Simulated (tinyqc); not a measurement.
Core-level spacing from the offsets.

Question. For an overlayer B on a substrate A, dEv = (iB - iA) - (cB - vB) + (cA - vA) in binding energies, and dEc + dEv = EgB - EgA. Find dEv and the spacing iB - iA that a thin film must show.

Parameters, values chosen for the exercise: gap of the substrate A EgA = 3.29 eV; gap of the overlayer B EgB = 8.74 eV.

dEc = 3.3799339 eV
cA - vA = 86.960066 eV
cB - vB = 51.81 eV

Solution. The gaps give dEv, and the Kraut relation is solved for the spacing.

dEv = 2.0701 eV
iB - iA = -33.080 eV

Program tinyqc, `OMP_NUM_THREADS=1 python tinyqc.py 2410142 2410143 out.jsonl`; Intel Xeon 2.30GHz, shared host, one thread, about 0.01 s.
